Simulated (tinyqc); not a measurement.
What moves the results: defect, radiative and Auger recombination at equal electron and hole densities (ABC model). A value that a table varies takes the place of the one given here.

J/(e d) = Ae n + B n^2 + C n^3 with Ae = A + 4 S/w (four side walls, carriers spread evenly), e = 1.602176634e-19 C, lengths in cm; internal efficiency IQE = B n^2/(Ae n + B n^2 + C n^3); all injected carriers recombine in the layer.

Parameters, chosen for this exercise (orders of magnitude like those quoted for Ge; shifted at random, so the results belong to these values and not to a real crystal):

| symbol | value | unit | meaning |
|---|---|---|---|
| A | 73000 | 1/s | defect rate |
| B | 5.9e-14 | cm^3/s | radiative coefficient |
| C | 7e-32 | cm^6/s | Auger coefficient |
| S | 4200 | cm/s | recombination velocity of the side walls |
| w | 6.8 | micrometre | side of the square mesa |
| d | 720 | nm | active thickness |
| S2 | 2.7 | cm/s | recombination velocity of the side walls in this comparison |
| J | 1500 | A/cm^2 | current density |

## Efficiency against current

The slope is d ln(B n^2)/d ln J = 2 (Ae + B n + C n^2)/(Ae + 2 B n + 3 C n^2).

Results:

| J (A/cm^2) | n (1/cm^3) | IQE | slope | differential lifetime (ns) |
|---|---|---|---|---|
| 10 | 3.50e+16 | 8.33e-05 | 2.000 | 40.3 |
| 40 | 1.40e+17 | 0.000333 | 1.999 | 40.3 |
| 2.0e+02 | 6.98e+17 | 0.00166 | 1.991 | 40.1 |
| 7.0e+02 | 2.40e+18 | 0.00558 | 1.928 | 38.1 |
| 3.0e+03 | 8.55e+18 | 0.0166 | 1.478 | 24.3 |
| 1.0e+04 | 1.79e+19 | 0.0219 | 1.024 | 10.6 |
| 4.0e+04 | 3.33e+19 | 0.0188 | 0.798 | 3.83 |
| 2.0e+05 | 6.07e+19 | 0.0125 | 0.711 | 1.24 |
| 7.0e+05 | 9.38e+19 | 0.00856 | 0.686 | 0.531 |
| 3.0e+06 | 1.54e+20 | 0.00537 | 0.674 | 0.199 |

How do the results move?

IQE peaks at 0.0219 for J = 1.1e+04 A/cm^2, where the slope passes 1. It is 8.33e-05 at the lowest current and 0.00537 at the highest, a droop of 75 %. The slope runs from 2.00 to 0.67; its limits are 2 (defects alone), 1 (radiation alone) and 2/3 (Auger alone). Rows above 1e5 A/cm^2 (3 of them) are formal: heating, left out, would destroy a real device.

## Shrinking the mesa

S = S2; w takes the values listed.

Results:

| w (micrometre) | Ae (1/s) | IQE_max | J at the peak (A/cm^2) | IQE at J |
|---|---|---|---|---|
| 200 | 7.35e+04 | 0.291 | 2.45 | 0.0652 |
| 100 | 7.41e+04 | 0.291 | 2.48 | 0.0652 |
| 50 | 7.52e+04 | 0.289 | 2.53 | 0.0652 |
| 20 | 7.84e+04 | 0.285 | 2.68 | 0.0652 |
| 10 | 8.38e+04 | 0.278 | 2.93 | 0.0652 |
| 5 | 9.46e+04 | 0.266 | 3.46 | 0.0651 |
| 2 | 1.27e+05 | 0.238 | 5.18 | 0.0650 |
| 1 | 1.81e+05 | 0.208 | 8.47 | 0.0648 |

What does this show?

The walls equal the bulk defect rate at w = 4 S/A = 1.48 micrometre. From 200 to 1 micrometre the peak efficiency falls from 0.291 to 0.208 and moves to a current 3.45 times higher; at the fixed J the efficiency goes from 0.0652 to 0.0648. For large w diffusion to the walls, left out here, would limit the loss.

## Spreading the carriers over a thicker layer

d is multiplied by the factor listed, at the same J.

Results:

| factor | n (1/cm^3) | defect | radiative | Auger |
|---|---|---|---|---|
| 0.10 | 2.19e+19 | 0.416 | 0.0217 | 0.562 |
| 0.20 | 1.54e+19 | 0.586 | 0.0215 | 0.392 |
| 0.50 | 8.55e+18 | 0.815 | 0.0166 | 0.168 |
| 1.0 | 4.87e+18 | 0.927 | 0.0107 | 0.0620 |
| 2.0 | 2.56e+18 | 0.976 | 0.00595 | 0.0181 |
| 5.0 | 1.04e+18 | 0.994 | 0.00247 | 0.00306 |
| 10 | 5.24e+17 | 0.998 | 0.00124 | 0.000773 |
| 20 | 2.62e+17 | 0.999 | 0.000624 | 0.000194 |

What does this show, and why?

The best factor listed is 0.1 (IQE 0.0217); the optimum factor equals J/J_peak = 0.136, a layer of 98.2 nm, since only J/d matters and the peak value 0.0219 does not depend on d. A thicker layer trades Auger loss (0.562 to 0.000194) for defect loss (0.416 to 0.999).

## What moves the efficiency

IQE_max = Q/(Q + 2) with Q = B/sqrt(Ae C), reached at n = sqrt(Ae/C). Each row changes one parameter from the base and keeps the others.

Results:

| case | n (1/cm^3) | IQE | IQE_max | J at the peak (A/cm^2) |
|---|---|---|---|---|
| base | 4.866e+18 | 0.01074 | 0.02191 | 1.10e+04 |
| A = 146000 1/s | 4.854e+18 | 0.01069 | 0.02188 | 1.10e+04 |
| B = 8.85e-14 cm^3/s | 4.843e+18 | 0.01596 | 0.03251 | 1.11e+04 |
| C = 1.4e-31 cm^6/s | 4.634e+18 | 0.009744 | 0.01559 | 7.73e+03 |
| d = 1440 nm | 2.561e+18 | 0.005951 | 0.02191 | 2.20e+04 |
| J = 4500 A/cm^2 | 1.133e+19 | 0.01941 | 0.02191 | 1.10e+04 |
| w = 3.4 micrometre | 2.595e+18 | 0.003055 | 0.01560 | 3.08e+04 |

What does this show?

The largest shifts from the base row, up to three for each result and ties (the steps differ in size, so this ranks the rows, not the parameters). n (1/cm^3): J +6.46e+18, d -2.31e+18, w -2.27e+18. IQE: J +0.00867, w -0.00769, B +0.00522. IQE_max: B +0.0106, C -0.00632, w -0.00631; unchanged at the printed digits by d and J. J at the peak (A/cm^2): w +1.98e+04, d +1.10e+04, C -3.27e+03; unchanged at the printed digits by A and J.

tinyqc: `OMP_NUM_THREADS=1 python tinyqc.py 1652534 1652535 out.jsonl`; about 0.01 s, one thread, shared Intel(R) Xeon(R) Processor @ 2.30GHz.
